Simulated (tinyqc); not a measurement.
Inside a calculation. Model: velocity overshoot from momentum and energy balance equations after a field step. Computed by tinyqc, a small Python program that keeps every step. Command: `OMP_NUM_THREADS=1 python tinyqc.py 3030389 3030390 out.jsonl overshoot walk`. One thread of a shared host (Intel(R) Xeon(R) Processor @ 2.30GHz), about 0.02 s of CPU time with the checks. Intermediate numbers are printed to about 5 digits and carried at full precision; extremes and crossings named in words are read from the listed rows.

At t = 0 the field jumps from 0 to F in a uniform sample. v is the drift velocity and u = w - (3/2) k_B T the excess energy per carrier.

Inputs (values chosen for the exercise, modelled on electrons in germanium except for tau_E):
```
quantity,value,unit
effective mass m,0.12,m_0
low-field mobility mu_0,4300,cm^2/(V s)
saturation velocity v_s,0.65,1e7 cm/s
energy relaxation time tau_E,0.41,ps
field after the step F,1.3,kV/cm
lattice temperature T,300,K
time step dt,16,fs
```

Scheme: explicit Euler.

Constants: m_0 = 9.1093837015e-31 kg; e = 1.602176634e-19 C; k_B = 8.617333262e-05 eV/K.

## Constants and steady state

dv/dt = e F/m - v/tau_m(u), du/dt = e F v - u/tau_E, tau_m(u) = tau_0/(1 + c u), tau_0 = m mu_0/e, c = mu_0/(e tau_E v_s^2); this choice gives the steady state v (1 + mu_0 F v/v_s^2) = mu_0 F, which saturates at v_s. Steady velocity v = 2 mu_0 F/(1 + sqrt(1 + 4 (mu_0 F/v_s)^2)); u = e F v tau_E; carrier temperature T + 2u/(3 k_B), neglecting the drift energy m v^2/2.

tau_0 = 293.38 fs

c = 248.23 1/eV

acceleration e F/m = 0.0019054 1e7 cm/s per fs

steady velocity = 0.37397 1e7 cm/s

steady excess energy = 0.0019932 eV

steady carrier temperature = 315.42 K

tau_E/tau_0 = 1.40, and in the steady state tau_m has shrunk to 196.3 fs.

## First four steps

dv/dt = e F/m - v/tau_m(u), du/dt = e F v - u/tau_E, tau_m(u) = tau_0/(1 + c u), tau_0 = m mu_0/e, c = mu_0/(e tau_E v_s^2); this choice gives the steady state v (1 + mu_0 F v/v_s^2) = mu_0 F, which saturates at v_s. Step: v_new = v + dt (e F/m - v/tau_m(u)), u_new = u + dt (e F v - u/tau_E). Start v = u = 0; the distance adds dt (v + v_new)/2.

Steps:
```
step,t (fs),v (1e7 cm/s),u (eV),tau_m (fs)
1,16,0.03049,0,293.38
2,32,0.05931,6.3411e-06,292.92
3,48,0.08656,1.8430e-05,292.04
4,64,0.11230,3.5715e-05,290.80
```

After the first step u is still 0, below the drift energy m v^2/2, because the explicit scheme uses the old v: an error of the finite time step.

## The whole transient

Run to 8 times the larger of tau_E and tau_0, but at most 20001 steps, and stop early if |v| > 1000 v_s or u < -1/(2c); the run is accepted if the last v is within 0.5 % of the steady value.

Selected steps, the peak among them:
```
step,t (fs),v (1e7 cm/s),u (eV),distance (nm)
1,16,0.03049,0,2.4389e-02
2,32,0.05931,6.3411e-06,9.6226e-02
3,48,0.08656,1.8430e-05,2.1292e-01
5,80,0.13661,5.7679e-05,5.7113e-01
7,112,0.18114,1.1375e-04,1.0806e+00
11,176,0.25524,2.6284e-04,2.4865e+00
17,272,0.33396,5.3822e-04,5.3424e+00
26,416,0.39576,9.6672e-04,1.0663e+01
38,608,0.41496,1.4282e-03,1.8523e+01
39,624,0.41479,1.4588e-03,1.9187e+01
60,960,0.39515,1.8556e-03,3.2830e+01
90,1440,0.37746,1.9850e-03,5.1280e+01
136,2176,0.37397,1.9943e-03,7.8870e+01
206,3296,0.37396,1.9932e-03,1.2075e+02
```

peak velocity = 0.41496 1e7 cm/s

time of the peak = 608 fs

distance at the peak = 18.523 nm

last relative deviation from the steady velocity = 7.4466e-06

peak over steady velocity = 1.1096

The velocity overshoots to 1.11 times its steady value: momentum follows the field within tau_m while the energy, and with it the scattering rate, builds up over tau_E. A channel shorter than a few times 19 nm would see this.

## Error of the time step

The peak velocity is recomputed with dt/2 and dt/4 and by an adaptive Runge-Kutta method (tolerance 1e-9).

Peak velocity:
```
step,v_peak (1e7 cm/s),error (%)
dt,0.41496,0.70650
dt/2,0.41346,0.34334
dt/4,0.41275,0.16956
adaptive,0.41205,0.00000
```

The explicit scheme puts the peak 0.71 % too high; halving dt divides the error by 2.06, as a first-order method should.

Checks made by the program: peak at dt/4 against the adaptive solution (relative difference 2e-03).
